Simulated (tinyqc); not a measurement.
What moves the results: free and nearly free electrons in a metal. A value that a table varies takes the place of the one given here.

The cubic cell holds 4 atoms: n = 4 z/a^3, kF = (3 pi^2 n)^(1/3), EF = c kF^2/m, vF = 2 c kF/(m hbar), c = hbar^2/2m0; rs = (3/(4 pi n))^(1/3)/a0; D(EF) = 3 n/(2 EF).

Two plane waves k and k - G, G = (111) (2 pi/a): H = [[c k^2/m, V], [V, c (k - G)^2/m]] with c = hbar^2/2m0.

Square wire of width w with grain size w: rho/rho0 = 1/(1 - 3 al/2 + 3 al^2 - 3 al^3 ln(1 + 1/al)) + (3/4) (1 - p) l/w, with al = (l/w) Rg/(1 - Rg) (Mayadas-Shatzkes plus the thick-wire form of Fuchs-Sondheimer); l = hbar kF/(n e^2 rho), e = 1.602176634e-19 C.

Constants: hbar^2/2m0 = 3.80998211 eV angstrom^2; hbar = 6.58211957e-16 eV s; a0 (Bohr radius) = 0.5291772105 angstrom.

Parameters, chosen for this exercise (near those of Cu, whose d bands this model ignores; the results hold for these values, not for the real material): a = 3.589 angstrom (fcc lattice constant); z = 1 (free electrons an atom); m = 1 m0 (mass); rho = 1.73 micro-ohm cm (bulk resistivity); p = 0.5 (specularity of the surfaces); Rg = 0.45 (reflection at grain boundaries); w = 30 nm (wire width).

## When the Fermi surface touches the face

On the face the lower band is E = c (G^2/4 + q^2)/m - V, q along the face. EF is held at its free value. A neck opens where EF > c G^2/(4m) - V, with radius q; the second band fills where EF > c G^2/(4m) + V.

Necks:
```
V (eV)  lower band at the face centre (eV)  neck radius (1/angstrom)  radius/kF
0.2                                  8.558                         -          -
0.5                                  8.258                         -          -
0.8                                  7.958                         -          -
1.1                                  7.658                         -          -
1.4                                  7.358                         -          -
1.8                                  6.958                    0.2147      0.157
2.2                                  6.558                    0.3887      0.284
2.6                                  6.158                    0.5060      0.370
```

EF = 7.133 eV
c G^2/(4m) = 8.758 eV

Contact needs V > 1.624 eV. It is first met at V = 1.8 eV of those listed, and the radius then grows as the square root of the excess, to 0.370 kF at 2.6 eV. EF is held at its free value here; a count of states lowers it as V grows, strongly for V of an eV or more, so the threshold is a lower bound, the radii are upper bounds, and some necks may vanish.

## Resistivity of narrow wires

Wires:
```
w (nm)     al  grain term (factor - 1)  surface term  rho (micro-ohm cm)
200     0.154                    0.222         0.070                2.24
100     0.307                    0.436         0.141                2.73
50      0.615                    0.857         0.282                3.70
30      1.024                    1.410         0.469                4.98
20      1.536                    2.098         0.704                6.58
14      2.195                    2.980         1.006                8.63
10      3.073                    4.154         1.408               11.35
7       4.389                    5.912         2.012               15.44
```

l = 37.55 nm

At 7 nm the resistivity is 8.92 times the bulk value; grain boundaries add more (5.91 from grains, 2.01 from surfaces). It passes twice the bulk value between 100 and 50 nm. The surface formula is meant for w above l = 38 nm, so the rows below that are rough.

## What sets the wire resistivity

All results formed anew. Each row changes one parameter from the base and keeps the others.

Results:
```
case                      EF (eV)  l (nm)  wire rho (micro-ohm cm)
base                        7.133   37.55                    4.982
a = 3.697 angstrom          6.723   39.85                    5.177
m = 1.2 m0                  5.945   37.55                    4.982
rho = 2.076 micro-ohm cm    7.133   31.30                    5.338
p = 0.8                     7.133   37.55                    4.495
Rg = 0.315                  7.133   37.55                    3.932
w = 21 nm                   7.133   37.55                    6.351
```

The largest shifts from the base row, up to three for each result and ties (the steps differ in size, so this ranks the rows, not the parameters). EF (eV): m -1.189, a -0.411; unchanged at the printed digits by rho, p, Rg and w. l (nm): rho -6.26, a +2.29; unchanged at the printed digits by m, p, Rg and w. wire rho (micro-ohm cm): w +1.369, Rg -1.050, p -0.487; unchanged at the printed digits by m. The mass drops out of l at given rho, because vF falls and tau rises by the same factor.

Run: tinyqc, `OMP_NUM_THREADS=1 python tinyqc.py 1682263 1682264 out.jsonl`; Intel(R) Xeon(R) Processor @ 2.30GHz, one thread, shared host; about 0.01 s of CPU time with all checks.
